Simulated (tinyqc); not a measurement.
WKB tunnelling through a gate dielectric with a two-band (Franz) dispersion: one step. The integrals in closed form. Two cases, with inputs chosen for the exercise.

Task: Parabolic: (2/3) sqrt(m/c) (t/V) (phi^(3/2) - u_e^(3/2)). Franz: sqrt(m/c) Eg^(3/2) (t/V) (f(phi/Eg) - f(u_e/Eg)) with f(y) = ((2y - 1) sqrt(y (1 - y)) + arcsin(sqrt y))/4. u_e = max(phi - V, 0). T = exp(-2 I).

At depth x the conduction edge lies u(x) = phi - V x/t above the electron. Parabolic: kappa = sqrt(m u/c). Franz: kappa = sqrt(m u (1 - u/Eg)/c), which vanishes at both band edges. c = hbar^2/2m0. T = exp(-2 integral of kappa dx) over the region u > 0; no image force, no prefactor, zero transverse momentum. The region ends at x_e = min(t, phi t/V); x_e < t is the Fowler-Nordheim regime.

Constants: hbar^2/2m0 = 3.80998211 eV angstrom^2.

Give: integral of kappa dx; T.

Case 1.

Values chosen (of the size used for HfO2 on silicon; shifted at random, so the results belong to these values and not to a real crystal): Eg = 6.05 eV (gap of the dielectric); phi = 1.39 eV (barrier above the electron energy at the emitter); m = 0.18 m0 (mass at the conduction edge); t = 35 angstrom (thickness); V = 0.4 V (voltage across the layer).

Result:

integral of kappa dx: parabolic 8.2890, Franz 7.4244

T: parabolic 6.31e-08, Franz 3.56e-07

The two-band dispersion raises T by a factor 5.64.

Case 2.

Values chosen (of the size used for SiO2 on silicon; shifted at random, so the results belong to these values and not to a real crystal): Eg = 9.05 eV (gap of the dielectric); phi = 2.95 eV (barrier above the electron energy at the emitter); m = 0.49 m0 (mass at the conduction edge); t = 23 angstrom (thickness); V = 2.2 V (voltage across the layer).

Result:

integral of kappa dx: parabolic 11.0409, Franz 9.7603

T: parabolic 2.57e-10, Franz 3.33e-09

The two-band dispersion raises T by a factor 13.

Computed by tinyqc, one run a case: `OMP_NUM_THREADS=1 python tinyqc.py N N+1 out.jsonl` with N = 1481740, 1481786; one thread of a shared Intel(R) Xeon(R) Processor @ 2.30GHz, about 0.01 s a run at most.
